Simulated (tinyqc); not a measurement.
Inside a calculation (part 1 of 2). Method: RHF in the 6-31g basis, for H3+, spin multiplicity 1. Computed by tinyqc, a small Python program that keeps every step (integrals from PySCF). Settings: charge = 1, multiplicity = 1, basis = 6-31g, energy threshold = 1e-09, iteration cap = 82, orthogonalisation = symmetric, start = atomic densities, DIIS depth = 4, damping = 0.3, method = RHF. Command: `OMP_NUM_THREADS=1 python tinyqc.py 31884 31885 out.jsonl` (the two numbers bound the seeds that draw the settings). One thread of a shared host (Intel(R) Xeon(R) Processor @ 2.60GHz), about 0.05 s of CPU time with the checks. Later iterations appear only in the table of the cycle.

## One-electron integrals

Geometry (angstrom):
```
atom         x         y         z
H     0.000000  0.000000  0.000000
H     0.000000  0.000000  1.558000
H     0.000000  1.349000  0.779000
```

Basis 6-31g: exponents (1/bohr^2) and contraction coefficients of normalised primitives:
```
element  l (shell)   exponent  coefficient
H            s (1)  18.731137     0.033495
H            s (1)   2.825394     0.234727
H            s (1)   0.640122     0.813757
H            s (2)   0.161278     1.000000
```

Overlap, kinetic and nuclear-attraction integrals over the contracted functions; the nuclear repulsion is the sum of Za Zb / Rab.

nuclear repulsion = 1.01905588 hartree

overlap S, lower triangle:
```
          1H 1s     1H 2s     2H 1s     2H 2s     3H 1s     3H 2s
1H 1s  1.000000
1H 2s  0.658292  1.000000
2H 1s  0.044202  0.210957  1.000000
2H 2s  0.210957  0.497082  0.658292  1.000000
3H 1s  0.044240  0.211028  0.044240  0.211028  1.000000
3H 2s  0.211028  0.497185  0.211028  0.497185  0.658292  1.000000
```

kinetic energy T (hartree), lower triangle:
```
           1H 1s     1H 2s      2H 1s     2H 2s     3H 1s     3H 2s
1H 1s   1.395678
1H 2s   0.259735  0.241917
2H 1s  -0.042913  0.019946   1.395678
2H 2s   0.019946  0.064215   0.259735  0.241917
3H 1s  -0.042928  0.019971  -0.042928  0.019971  1.395678
3H 2s   0.019971  0.064245   0.019971  0.064245  0.259735  0.241917
```

nuclear attraction V (hartree), lower triangle:
```
           1H 1s      1H 2s      2H 1s      2H 2s      3H 1s      3H 2s
1H 1s  -2.332583
1H 2s  -1.189448  -1.307942
2H 1s  -0.078232  -0.381820  -2.332583
2H 2s  -0.381820  -0.702318  -1.189448  -1.307942
3H 1s  -0.078305  -0.381964  -0.078305  -0.381964  -2.332634
3H 2s  -0.381955  -0.702472  -0.381955  -0.702472  -1.189481  -1.307986
```

core Hamiltonian H = T + V (hartree), lower triangle:
```
           1H 1s      1H 2s      2H 1s      2H 2s      3H 1s      3H 2s
1H 1s  -0.936905
1H 2s  -0.929712  -1.066025
2H 1s  -0.121145  -0.361874  -0.936905
2H 2s  -0.361874  -0.638103  -0.929712  -1.066025
3H 1s  -0.121233  -0.361992  -0.121233  -0.361992  -0.936956
3H 2s  -0.361984  -0.638227  -0.361984  -0.638227  -0.929746  -1.066069
```

## Two-electron integrals

Functions are numbered as in S; the eight-fold symmetry (ij|kl) = (ji|kl) = (kl|ij) leaves the list below.

Two-electron integrals (ij|kl) in chemists' order, unique and non-zero (hartree):
```
(11|11) 1.076566   (21|11) 0.578470   (21|21) 0.329423   (22|11) 0.587396
(22|21) 0.361304   (22|22) 0.453150   (31|11) 0.028094   (31|21) 0.017267
(31|22) 0.021330   (31|31) 0.001753   (32|11) 0.087153   (32|21) 0.056456
(32|22) 0.079152   (32|31) 0.006566   (32|32) 0.033185   (33|11) 0.339516
(33|21) 0.223086   (33|22) 0.329235   (33|31) 0.028094   (33|32) 0.173741
(33|33) 1.076566   (41|11) 0.173741   (41|21) 0.100414   (41|22) 0.112758
(41|31) 0.006566   (41|32) 0.021928   (41|33) 0.087153   (41|41) 0.033185
(42|11) 0.243516   (42|21) 0.153015   (42|22) 0.201548   (42|31) 0.012572
(42|32) 0.053648   (42|33) 0.243516   (42|41) 0.053648   (42|42) 0.111969
(43|11) 0.223086   (43|21) 0.146187   (43|22) 0.213876   (43|31) 0.017267
(43|32) 0.100414   (43|33) 0.578470   (43|41) 0.056456   (43|42) 0.153015
(43|43) 0.329423   (44|11) 0.329235   (44|21) 0.213876   (44|22) 0.307555
(44|31) 0.021330   (44|32) 0.112758   (44|33) 0.587396   (44|41) 0.079152
(44|42) 0.201548   (44|43) 0.361304   (44|44) 0.453150   (51|11) 0.028121
(51|21) 0.017283   (51|22) 0.021350   (51|31) 0.001197   (51|32) 0.004287
(51|33) 0.017237   (51|41) 0.005871   (51|42) 0.010588   (51|43) 0.011267
(51|44) 0.016153   (51|51) 0.001756   (52|11) 0.087194   (52|21) 0.056482
(52|22) 0.079186   (52|31) 0.004285   (52|32) 0.018044   (52|33) 0.077415
(52|41) 0.019530   (52|42) 0.042483   (52|43) 0.050550   (52|44) 0.072833
(52|51) 0.006574   (52|52) 0.033208   (53|11) 0.017237   (53|21) 0.011267
(53|22) 0.016153   (53|31) 0.001197   (53|32) 0.005871   (53|33) 0.028121
(53|41) 0.004287   (53|42) 0.010588   (53|43) 0.017283   (53|44) 0.021350
(53|51) 0.001198   (53|52) 0.005873   (53|53) 0.001756   (54|11) 0.077415
(54|21) 0.050550   (54|22) 0.072833   (54|31) 0.004285   (54|32) 0.019530
(54|33) 0.087194   (54|41) 0.018044   (54|42) 0.042483   (54|43) 0.056482
(54|44) 0.079186   (54|51) 0.005873   (54|52) 0.031906   (54|53) 0.006574
(54|54) 0.033208   (55|11) 0.339566   (55|21) 0.223119   (55|22) 0.329275
(55|31) 0.017225   (55|32) 0.077393   (55|33) 0.339566   (55|41) 0.077393
(55|42) 0.183076   (55|43) 0.223119   (55|44) 0.329275   (55|51) 0.028121
(55|52) 0.173803   (55|53) 0.028121   (55|54) 0.173803   (55|55) 1.076566
(61|11) 0.173803   (61|21) 0.100449   (61|22) 0.112796   (61|31) 0.005868
(61|32) 0.019528   (61|33) 0.077407   (61|41) 0.031895   (61|42) 0.050648
(61|43) 0.050545   (61|44) 0.072828   (61|51) 0.006574   (61|52) 0.021945
(61|53) 0.004288   (61|54) 0.019536   (61|55) 0.087194   (61|61) 0.033208
(62|11) 0.243579   (62|21) 0.153054   (62|22) 0.201596   (62|31) 0.010581
(62|32) 0.042474   (62|33) 0.183094   (62|41) 0.050644   (62|42) 0.100210
(62|43) 0.118083   (62|44) 0.166220   (62|51) 0.012585   (62|52) 0.053679
(62|53) 0.010590   (62|54) 0.050659   (62|55) 0.243579   (62|61) 0.053679
(62|62) 0.112016   (63|11) 0.077407   (63|21) 0.050545   (63|22) 0.072828
(63|31) 0.005868   (63|32) 0.031895   (63|33) 0.173803   (63|41) 0.019528
(63|42) 0.050648   (63|43) 0.100449   (63|44) 0.112796   (63|51) 0.004288
(63|52) 0.019536   (63|53) 0.006574   (63|54) 0.021945   (63|55) 0.087194
(63|61) 0.018047   (63|62) 0.042488   (63|63) 0.033208   (64|11) 0.183094
(64|21) 0.118083   (64|22) 0.166220   (64|31) 0.010581   (64|32) 0.050644
(64|33) 0.243579   (64|41) 0.042474   (64|42) 0.100210   (64|43) 0.153054
(64|44) 0.201596   (64|51) 0.010590   (64|52) 0.050659   (64|53) 0.012585
(64|54) 0.053679   (64|55) 0.243579   (64|61) 0.042488   (64|62) 0.100228
(64|63) 0.053679   (64|64) 0.112016   (65|11) 0.223119   (65|21) 0.146208
(65|22) 0.213901   (65|31) 0.011259   (65|32) 0.050536   (65|33) 0.223119
(65|41) 0.050536   (65|42) 0.118070   (65|43) 0.146208   (65|44) 0.213901
(65|51) 0.017283   (65|52) 0.100449   (65|53) 0.017283   (65|54) 0.100449
(65|55) 0.578470   (65|61) 0.056482   (65|62) 0.153054   (65|63) 0.056482
(65|64) 0.153054   (65|65) 0.329423   (66|11) 0.329275   (66|21) 0.213901
(66|22) 0.307584   (66|31) 0.016140   (66|32) 0.072812   (66|33) 0.329275
(66|41) 0.072812   (66|42) 0.166198   (66|43) 0.213901   (66|44) 0.307584
(66|51) 0.021350   (66|52) 0.112796   (66|53) 0.021350   (66|54) 0.112796
(66|55) 0.587396   (66|61) 0.079186   (66|62) 0.201596   (66|63) 0.079186
(66|64) 0.201596   (66|65) 0.361304   (66|66) 0.453150
```

## Orthogonalisation

S = U s U^T; symmetric (Loewdin) form X = U s^(-1/2) U^T, so that X^T S X = 1.

eigenvalues of S: 0.227947  0.227976  0.369973  1.230581  1.230740  2.712783

X, lower triangle:
```
           1H 1s      1H 2s      2H 1s      2H 2s      3H 1s     3H 2s
1H 1s   1.261012
1H 2s  -0.514164   1.486608
2H 1s   0.032517   0.018027   1.261012
2H 2s   0.018027  -0.280675  -0.514164   1.486608
3H 1s   0.032524   0.018019   0.032524   0.018019   1.261015
3H 2s   0.018010  -0.280785   0.018010  -0.280785  -0.514175  1.486687
```

## Starting guess

The start is atomic minimal-basis densities projected into this basis (PySCF's MINAO start) and scaled to the electron count of each spin; this density is not idempotent, so its energy is not variational and may lie below the converged one.

D at the start, lower triangle:
```
           1H 1s     1H 2s      2H 1s     2H 2s     3H 1s     3H 2s
1H 1s   0.181321
1H 2s   0.196910  0.214659
2H 1s  -0.006599  0.001281   0.181321
2H 2s   0.001281  0.011004   0.196910  0.214659
3H 1s  -0.006599  0.001281  -0.006599  0.001281  0.181321
3H 2s   0.001280  0.011003   0.001280  0.011003  0.196910  0.214658
```

## Iteration 1: building the Fock matrix

J_ij = sum D_kl (ij|kl), K_ij = sum D_kl (ik|jl); F = H + J - 0.5 K; E = tr D H + tr D J / 2 - 0.25 tr D K + E_nn.

Coulomb J (hartree), lower triangle:
```
          1H 1s     1H 2s     2H 1s     2H 2s     3H 1s     3H 2s
1H 1s  1.004831
1H 2s  0.609855  0.779093
2H 1s  0.044740  0.203222  1.004831
2H 2s  0.203222  0.417910  0.609855  0.779093
3H 1s  0.044780  0.203296  0.044780  0.203296  1.004862
3H 2s  0.203291  0.417998  0.203291  0.417998  0.609875  0.779116
```

exchange K (hartree), lower triangle:
```
          1H 1s     1H 2s     2H 1s     2H 2s     3H 1s     3H 2s
1H 1s  0.519167
1H 2s  0.408678  0.412435
2H 1s  0.083066  0.188672  0.519167
2H 2s  0.188672  0.284718  0.408678  0.412435
3H 1s  0.083108  0.188728  0.083108  0.188728  0.519176
3H 2s  0.188724  0.284772  0.188724  0.284772  0.408692  0.412462
```

Fock matrix F (hartree), lower triangle:
```
           1H 1s      1H 2s      2H 1s      2H 2s      3H 1s      3H 2s
1H 1s  -0.191657
1H 2s  -0.524196  -0.493150
2H 1s  -0.117938  -0.252989  -0.191657
2H 2s  -0.252989  -0.362553  -0.524196  -0.493150
3H 1s  -0.118007  -0.253060  -0.118007  -0.253060  -0.191681
3H 2s  -0.253054  -0.362615  -0.253054  -0.362615  -0.524217  -0.493184
```

total energy of this density = -0.68184888 hartree

This density is the starting one; it is not idempotent, so its energy is not variational and may lie below the converged one.

## Iteration 1: diagonalisation and new density

Diagonalise F' = X^T F X, C = X C', fill 1 alpha and 1 beta electrons from the bottom; D = 2 C_occ C_occ^T; the new density keeps 0.3 of the old one (damping). Each column has its largest component positive (the first on a tie).

F' = X^T F X (hartree), lower triangle:
```
           1          2          3          4          5          6
1   0.229587
2  -0.559522  -0.022093
3   0.023205  -0.064919   0.229587
4  -0.064919  -0.103479  -0.559522  -0.022093
5   0.023179  -0.064944   0.023179  -0.064944   0.229569
6  -0.064950  -0.103493  -0.064950  -0.103493  -0.559527  -0.022088
```

orbital energies (hartree): MO1 -0.710745, MO2 -0.354652, MO3 -0.354596, MO4 0.642408, MO5 0.642419, MO6 0.757633

coefficients C:
```
            MO1        MO2        MO3        MO4        MO5        MO6
1H 1s  0.212190   0.292174  -0.168693   0.519883  -0.900471   0.785689
1H 2s  0.279724   0.688536  -0.397630  -0.640154   1.108682  -0.532190
2H 1s  0.212190  -0.292174  -0.168693   0.519883   0.900471   0.785689
2H 2s  0.279724  -0.688536  -0.397630  -0.640154  -1.108682  -0.532190
3H 1s  0.212232   0.000000   0.337361  -1.039766   0.000000   0.785704
3H 2s  0.279771   0.000000   0.795153   1.280285   0.000000  -0.532234
```

D after iteration 1, lower triangle:
```
          1H 1s     1H 2s     2H 1s     2H 2s     3H 1s     3H 2s
1H 1s  0.117431
1H 2s  0.142170  0.173942
2H 1s  0.061055  0.083481  0.117431
2H 2s  0.083481  0.112845  0.142170  0.173942
3H 1s  0.061067  0.083497  0.061067  0.083497  0.117455
3H 2s  0.083494  0.112863  0.083494  0.112863  0.142200  0.173978
```

Within a degenerate level the vectors are fixed only up to a rotation; this is one choice.

## Iteration 2: building the Fock matrix

As before.

Coulomb J (hartree), lower triangle:
```
          1H 1s     1H 2s     2H 1s     2H 2s     3H 1s     3H 2s
1H 1s  0.987508
1H 2s  0.605023  0.780649
2H 1s  0.045575  0.203985  0.987508
2H 2s  0.203985  0.421972  0.605023  0.780649
3H 1s  0.045616  0.204069  0.045616  0.204069  0.987609
3H 2s  0.204055  0.422067  0.204055  0.422067  0.605078  0.780702
```

exchange K (hartree), lower triangle:
```
          1H 1s     1H 2s     2H 1s     2H 2s     3H 1s     3H 2s
1H 1s  0.489210
1H 2s  0.451312  0.518862
2H 1s  0.173151  0.291960  0.489210
2H 2s  0.291960  0.423264  0.451312  0.518862
3H 1s  0.173211  0.292046  0.173211  0.292046  0.489326
3H 2s  0.292020  0.423338  0.292020  0.423338  0.451415  0.518963
```

Fock matrix F (hartree), lower triangle:
```
           1H 1s      1H 2s      2H 1s      2H 2s      3H 1s      3H 2s
1H 1s  -0.194002
1H 2s  -0.550346  -0.544807
2H 1s  -0.162146  -0.303869  -0.194002
2H 2s  -0.303869  -0.427764  -0.550346  -0.544807
3H 1s  -0.162223  -0.303947  -0.162223  -0.303947  -0.194010
3H 2s  -0.303939  -0.427829  -0.303939  -0.427829  -0.550375  -0.544848
```

total energy of this density = -0.97819267 hartree

This density is a damped mixture and is not idempotent, and it still holds part of the atomic start, so its energy may lie below the converged one.

## Iteration 2: DIIS over 2 matrices

error matrix X^T (FDS - SDF) X:
```
           1          2          3          4          5          6
1   0.000000   0.017606   0.000000  -0.008312  -0.000004  -0.008316
2  -0.017606   0.000000   0.008312   0.000000   0.008309  -0.000003
3   0.000000  -0.008312   0.000000   0.017606  -0.000004  -0.008316
4   0.008312   0.000000  -0.017606   0.000000   0.008309  -0.000003
5   0.000004  -0.008309   0.000004  -0.008309   0.000000   0.017608
6   0.008316   0.000003   0.008316   0.000003  -0.017608   0.000000
```

B (overlaps of the stored error matrices):
```
               1              2
1  2.9206430e-02  8.6330522e-03
2  8.6330522e-03  2.6890502e-03
```

Minimise |sum c_i e_i|^2 with sum c_i = 1: solve [B -1; -1 0][c; lambda] = [0; -1] with B_ij = tr e_i^T e_j, and take F = sum c_i F_i.

DIIS coefficients: -0.406306  1.406306

extrapolated F (hartree), lower triangle:
```
           1H 1s      1H 2s      2H 1s      2H 2s      3H 1s      3H 2s
1H 1s  -0.194954
1H 2s  -0.560971  -0.565796
2H 1s  -0.180108  -0.324542  -0.194954
2H 2s  -0.324542  -0.454259  -0.560971  -0.565796
3H 1s  -0.180188  -0.324622  -0.180188  -0.324622  -0.194956
3H 2s  -0.324613  -0.454326  -0.324613  -0.454326  -0.561003  -0.565840
```

## Iteration 2: diagonalisation and new density

As before.

F' = X^T F X (hartree), lower triangle:
```
           1          2          3          4          5          6
1   0.243809
2  -0.562763  -0.044635
3  -0.011345  -0.097101   0.243809
4  -0.097101  -0.136807  -0.562763  -0.044635
5  -0.011381  -0.097132  -0.011381  -0.097132   0.243838
6  -0.097136  -0.136822  -0.097136  -0.136822  -0.562790  -0.044620
```

orbital energies (hartree): MO1 -0.852209, MO2 -0.299076, MO3 -0.299005, MO4 0.646402, MO5 0.646428, MO6 0.755025

coefficients C:
```
            MO1        MO2        MO3        MO4        MO5        MO6
1H 1s  0.215684   0.270683  -0.156276  -0.907163   0.523927   0.784618
1H 2s  0.277362   0.714700  -0.412741   1.091999  -0.630634  -0.533287
2H 1s  0.215684  -0.270683  -0.156276   0.907163   0.523927   0.784618
2H 2s  0.277362  -0.714700  -0.412741  -1.091999  -0.630634  -0.533287
3H 1s  0.215713   0.000000   0.312528   0.000000  -1.047321   0.784992
3H 2s  0.277391   0.000000   0.825396   0.000000   1.260883  -0.533755
```

D after iteration 2, lower triangle:
```
          1H 1s     1H 2s     2H 1s     2H 2s     3H 1s     3H 2s
1H 1s  0.100357
1H 2s  0.126402  0.159884
2H 1s  0.083444  0.108796  0.100357
2H 2s  0.108796  0.141555  0.126402  0.159884
3H 1s  0.083456  0.108812  0.083456  0.108812  0.100381
3H 2s  0.108809  0.141572  0.108809  0.141572  0.126431  0.159917
```

## Iteration 3: building the Fock matrix

As before.

Coulomb J (hartree), lower triangle:
```
          1H 1s     1H 2s     2H 1s     2H 2s     3H 1s     3H 2s
1H 1s  0.983735
1H 2s  0.604237  0.781611
2H 1s  0.045866  0.204419  0.983735
2H 2s  0.204419  0.423463  0.604237  0.781611
3H 1s  0.045908  0.204503  0.045908  0.204503  0.983839
3H 2s  0.204489  0.423559  0.204489  0.423559  0.604294  0.781666
```

exchange K (hartree), lower triangle:
```
          1H 1s     1H 2s     2H 1s     2H 2s     3H 1s     3H 2s
1H 1s  0.482423
1H 2s  0.464998  0.550387
2H 1s  0.200849  0.323399  0.482423
2H 2s  0.323399  0.464405  0.464998  0.550387
3H 1s  0.200910  0.323485  0.200910  0.323485  0.482545
3H 2s  0.323459  0.464479  0.323459  0.464479  0.465106  0.550494
```

Fock matrix F (hartree), lower triangle:
```
           1H 1s      1H 2s      2H 1s      2H 2s      3H 1s      3H 2s
1H 1s  -0.194381
1H 2s  -0.557975  -0.559608
2H 1s  -0.175703  -0.319155  -0.194381
2H 2s  -0.319155  -0.446843  -0.557975  -0.559608
3H 1s  -0.175780  -0.319231  -0.175780  -0.319231  -0.194389
3H 2s  -0.319224  -0.446908  -0.319224  -0.446908  -0.558005  -0.559651
```

total energy of this density = -1.08520674 hartree

This density is a damped mixture and is not idempotent, and it still holds part of the atomic start, so its energy may lie below the converged one.

## Iteration 3: DIIS over 3 matrices

error matrix X^T (FDS - SDF) X:
```
           1          2          3          4          5          6
1   0.000000   0.004814   0.000000  -0.003068  -0.000001  -0.003069
2  -0.004814   0.000000   0.003068   0.000000   0.003066  -0.000002
3   0.000000  -0.003068   0.000000   0.004814  -0.000001  -0.003069
4   0.003068   0.000000  -0.004814   0.000000   0.003066  -0.000002
5   0.000001  -0.003066   0.000001  -0.003066   0.000000   0.004814
6   0.003069   0.000002   0.003069   0.000002  -0.004814   0.000000
```

B (overlaps of the stored error matrices), lower triangle:
```
               1              2              3
1  2.9206430e-02
2  8.6330522e-03  2.6890502e-03
3  2.5265594e-03  8.1452370e-04  2.5196841e-04
```

As before.

DIIS coefficients: 0.104826  -0.871745  1.766919

extrapolated F (hartree), lower triangle:
```
           1H 1s      1H 2s      2H 1s      2H 2s      3H 1s      3H 2s
1H 1s  -0.194426
1H 2s  -0.561084  -0.565543
2H 1s  -0.181467  -0.325544  -0.194426
2H 2s  -0.325544  -0.454639  -0.561084  -0.565543
3H 1s  -0.181543  -0.325619  -0.181543  -0.325619  -0.194436
3H 2s  -0.325612  -0.454704  -0.325612  -0.454704  -0.561115  -0.565587
```

## Iteration 3: diagonalisation and new density

As before.

F' = X^T F X (hartree), lower triangle:
```
           1          2          3          4          5          6
1   0.244625
2  -0.563019  -0.043764
3  -0.012395  -0.097708   0.244625
4  -0.097708  -0.136774  -0.563019  -0.043764
5  -0.012428  -0.097736  -0.012428  -0.097736   0.244639
6  -0.097741  -0.136788  -0.097741  -0.136788  -0.563039  -0.043753
```

orbital energies (hartree): MO1 -0.853390, MO2 -0.297467, MO3 -0.297402, MO4 0.647497, MO5 0.647512, MO6 0.755858

coefficients C:
```
            MO1        MO2        MO3        MO4        MO5        MO6
1H 1s  0.216434   0.270140  -0.155962  -0.907325   0.523961   0.784451
1H 2s  0.276853   0.715354  -0.413116   1.091571  -0.630349  -0.533598
2H 1s  0.216434  -0.270140  -0.155962   0.907325   0.523961   0.784451
2H 2s  0.276853  -0.715354  -0.413116  -1.091571  -0.630349  -0.533598
3H 1s  0.216462   0.000000   0.311906   0.000000  -1.047565   0.784707
3H 2s  0.276879   0.000000   0.826146   0.000000   1.260431  -0.533927
```

D after iteration 3, lower triangle:
```
          1H 1s     1H 2s     2H 1s     2H 2s     3H 1s     3H 2s
1H 1s  0.095688
1H 2s  0.121809  0.155272
2H 1s  0.090614  0.116527  0.095688
2H 2s  0.116527  0.149773  0.121809  0.155272
3H 1s  0.090626  0.116543  0.090626  0.116543  0.095712
3H 2s  0.116539  0.149788  0.116539  0.149788  0.121837  0.155302
```

Within a degenerate level the vectors are fixed only up to a rotation; this is one choice.
